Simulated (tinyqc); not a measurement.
## Growth of the error with array size

Square N x N arrays wired as follows: each row is driven at its left end through one segment rw, neighbouring nodes are joined by rw, each column ends in one more rw and a virtual ground. All cells have G = 120.0 uS and all rows V = 0.15 V, so the ideal current is N V G. The nodal equations are solved exactly.

Parameters, values chosen for the exercise: wire resistance between neighbouring cells rw = 200 ohm.

Results:

| N | ideal (uA) | first column (uA) | last column (uA) | error of the last column (%) | 100 N^2 rw G |
|---|---|---|---|---|---|
| 2 | 36.00 | 32.51 | 31.79 | -11.69 | 9.600 |
| 4 | 72.00 | 56.82 | 50.52 | -29.83 | 38.40 |
| 6 | 108.0 | 73.22 | 57.17 | -47.07 | 86.40 |
| 8 | 144.0 | 83.51 | 56.80 | -60.55 | 153.6 |
| 12 | 216.0 | 93.24 | 48.82 | -77.40 | 345.6 |
| 20 | 360.0 | 97.46 | 32.87 | -90.87 | 960.0 |

Estimate the missing row, N = 16.

Computed row:

| N | ideal (uA) | first column (uA) | last column (uA) | error of the last column (%) | 100 N^2 rw G |
|---|---|---|---|---|---|
| 16 | 288.0 | 96.44 | 39.99 | -86.11 | 614.4 |

With this row back in the table: The error of the last column goes from -11.7 % at N = 2 to -90.9 % at N = 20, as N^(1.02) between N = 4 and 8 and N^(0.24) between the last two rows. The scale N^2 rw G (N segments carrying the current of up to N cells) is 2.54 times the error at N = 8. The last column carries 0.337 of the current of the first at N = 20.

tinyqc, about 0.03 s, one thread, Intel Xeon 2.30GHz (shared host): `OMP_NUM_THREADS=1 python tinyqc.py 2880110 2880111 out.jsonl`
